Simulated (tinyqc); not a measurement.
CID on RHF in the 6-311g basis, for H-, spin multiplicity 1, step by step. The basis has no diffuse functions, so it cannot describe the extra electron: this is an exercise in the method, not the real anion. Computed by tinyqc, a small Python program that keeps every step (integrals from PySCF). Settings: charge = -1, multiplicity = 1, basis = 6-311g, method = RHF, energy threshold = 1e-10, iteration cap = 82, orthogonalisation = canonical, start = Wolfsberg-Helmholz matrix, DIIS depth = 6, ci = CID. Command: `OMP_NUM_THREADS=1 python tinyqc.py 24260 24261 out.jsonl` (the two numbers bound the seeds that draw the settings). One thread of a shared host (Intel(R) Xeon(R) Processor @ 2.60GHz), about 0.07 s of CPU time with the checks. The early iterations of the SCF are left out here.

## One-electron integrals

Geometry (angstrom):
```
atom         x         y         z
H     0.000000  0.000000  0.000000
```

Basis 6-311g: exponents (1/bohr^2) and contraction coefficients of normalised primitives:
```
element  l (shell)   exponent  coefficient
H            s (1)  33.865000     0.025494
H            s (1)   5.094790     0.190373
H            s (1)   1.158790     0.852161
H            s (2)   0.325840     1.000000
H            s (3)   0.102741     1.000000
```

Overlap, kinetic and nuclear-attraction integrals over the contracted functions; the nuclear repulsion is the sum of Za Zb / Rab.

nuclear repulsion = 0 hartree

overlap S:
```
          1H 1s     1H 2s     1H 3s
1H 1s  1.000000  0.706377  0.373664
1H 2s  0.706377  1.000000  0.788963
1H 3s  0.373664  0.788963  1.000000
```

kinetic energy T (hartree):
```
          1H 1s     1H 2s     1H 3s
1H 1s  2.304348  0.549119  0.106346
1H 2s  0.549119  0.488760  0.184881
1H 3s  0.106346  0.184881  0.154112
```

nuclear attraction V (hartree):
```
           1H 1s      1H 2s      1H 3s
1H 1s  -2.111097  -1.060726  -0.514994
1H 2s  -1.060726  -0.910903  -0.582812
1H 3s  -0.514994  -0.582812  -0.511496
```

core Hamiltonian H = T + V (hartree):
```
           1H 1s      1H 2s      1H 3s
1H 1s   0.193252  -0.511607  -0.408648
1H 2s  -0.511607  -0.422143  -0.397930
1H 3s  -0.408648  -0.397930  -0.357384
```

## Two-electron integrals

Functions are numbered as in S; the eight-fold symmetry (ij|kl) = (ji|kl) = (kl|ij) leaves the list below.

Two-electron integrals (ij|kl) in chemists' order, unique and non-zero (hartree):
```
(11|11) 1.393035   (21|11) 0.822971   (21|21) 0.509703   (22|11) 0.822904
(22|21) 0.543028   (22|22) 0.644106   (31|11) 0.411256   (31|21) 0.257757
(31|22) 0.279868   (31|31) 0.130794   (32|11) 0.543681   (32|21) 0.365771
(32|22) 0.452669   (32|31) 0.189803   (32|32) 0.325140   (33|11) 0.494021
(33|21) 0.340115   (33|22) 0.445993   (33|31) 0.178035   (33|32) 0.331779
(33|33) 0.361682
```

## Orthogonalisation

S = U s U^T; canonical form X = U s^(-1/2), so that X^T S X = 1. Each column of U has its largest component positive (the first on a tie).

eigenvalues of S: 0.109211  0.629350  2.261439

X:
```
               1          2         3
1H 1s  -1.182805   0.952862  0.349221
1H 2s   2.312658  -0.064800  0.427480
1H 3s  -1.552142  -0.822676  0.370813
```

## Starting guess

The start is the generalised Wolfsberg-Helmholz matrix (K = 1.75) built on H; D = 2 C_occ C_occ^T.

D at the start:
```
           1H 1s      1H 2s      1H 3s
1H 1s   0.284839  -0.584592  -0.357895
1H 2s  -0.584592   1.199791   0.734528
1H 3s  -0.357895   0.734528   0.449688
```

## Iteration 9 (converged): orbitals

converged F (hartree):
```
           1H 1s      1H 2s      1H 3s
1H 1s   1.153994  -0.021484  -0.261960
1H 2s  -0.021484   0.169888  -0.038268
1H 3s  -0.261960  -0.038268   0.063977
```

Diagonalise F' = X^T F X, C = X C', fill 1 alpha and 1 beta electrons from the bottom; D = 2 C_occ C_occ^T. Each column has its largest component positive (the first on a tie).

F' = X^T F X (hartree):
```
           1          2          3
1   2.107638  -1.091877  -0.102564
2  -1.091877   1.501048   0.348594
3  -0.102564   0.348594   0.094186
```

orbital energies (hartree): MO1 -0.003713, MO2 0.739018, MO3 2.967567

coefficients C:
```
            MO1        MO2        MO3
1H 1s  0.174977   0.085029  -1.546312
1H 2s  0.174688   1.488048   1.813980
1H 3s  0.764770  -1.437421  -0.756565
```

D after iteration 9:
```
          1H 1s     1H 2s     1H 3s
1H 1s  0.061234  0.061133  0.267635
1H 2s  0.061133  0.061032  0.267193
1H 3s  0.267635  0.267193  1.169746
```

## Convergence

Stop when the energy changes by less than 1e-10 hartree and every element of the error matrix X^T (F D S - S D F) X is below 3e-06.

Course of the cycle:
```
iteration  E (hartree)     change  largest element of the error matrix
1           0.14934256          -                             1.19e+00
2          -0.45395860  -6.03e-01                             1.79e-01
3          -0.46664818  -1.27e-02                             8.18e-03
4          -0.46667184  -2.37e-05                             2.85e-04
5          -0.46667188  -4.82e-08                             4.42e-05
6          -0.46667188  -8.33e-10                             2.51e-05
7          -0.46667188  -1.95e-10                             1.79e-05
8          -0.46667188  -2.02e-10                             3.61e-10
9          -0.46667188   0.000000                             2.29e-10
```

PySCF RHF in the same basis = -0.46667188 hartree

Converged in 9 iterations.

## Populations

Mulliken: Z minus the diagonal of D S on the atom; Loewdin: the same with S^(1/2) D S^(1/2).

Charges (e):
```
atom   Mulliken    Loewdin
1H    -1.000000  -1.000000
```

## Integrals over molecular orbitals

(pq|rs) = sum C_ip C_jq C_kr C_ls (ij|kl), one index at a time.

one-electron integrals over orbitals h = C^T H C (hartree):
```
           1          2         3
1  -0.462958  -0.131518  0.034441
2  -0.131518   0.000966  0.148299
3   0.034441   0.148299  1.874628
```

Two-electron integrals over orbitals (pq|rs), unique and non-zero (hartree):
```
(11|11) 0.459245    (21|11) 0.131518    (21|21) 0.102796    (22|11) 0.420424
(22|21) 0.120042    (22|22) 0.396446    (31|11) -0.034441   (31|21) -0.050137
(31|22) -0.050440   (31|31) 0.077965    (32|11) -0.099218   (32|21) -0.084884
(32|22) -0.101309   (32|31) 0.082157    (32|32) 0.106288    (33|11) 0.585452
(33|21) 0.253060    (33|22) 0.554751    (33|31) -0.175866   (33|32) -0.271735
(33|33) 1.026164
```

## CID: determinants and Hamiltonian

Hartree-Fock energy = -0.46667188 hartree

Slater-Condon rules over spin orbitals, with the nuclear repulsion added and E(HF) subtracted on the diagonal.

Occupation strings over the orbitals (2 doubly, a alpha, b beta, 0 empty; spin orbitals ordered 1a 1b 2a 2b ...): 200 020 0ab 0ba 002

H - E(HF) between determinants (hartree):
```
           200        020        0ab        0ba        002
200   0.000000   0.102796  -0.050137   0.050137   0.077965
020   0.102796   0.865049   0.046990  -0.046990   0.106288
0ab  -0.050137   0.046990   2.897017  -0.106288  -0.123437
0ba   0.050137  -0.046990  -0.106288   2.897017   0.123437
002   0.077965   0.106288  -0.123437   0.123437   5.242092
```

## CID: roots

Diagonalise (each vector has its largest component positive (the first on a tie)); all determinants have Ms = 0, so triplets appear too. The lowest singlet root is the correlation energy.

lowest roots of this matrix, relative to E(HF) (hartree): -0.014770  0.872261  2.790728  2.993628  5.259329

lowest vectors:
```
        root 1     root 2    root 3     root 4
200   0.992802   0.116880  0.000000  -0.020441
020  -0.116509   0.992336  0.000000   0.033935
0ab   0.017835  -0.020718  0.707107   0.704480
0ba  -0.017835   0.020718  0.707107  -0.704480
002  -0.011531  -0.027393  0.000000   0.076454
```

<S^2> of these roots: 0.000000  0.000000  2.000000  0.000000  0.000000

weight of the ground state by excitation level 0, 1, 2, ...: 0.985657  0.000000  0.014343
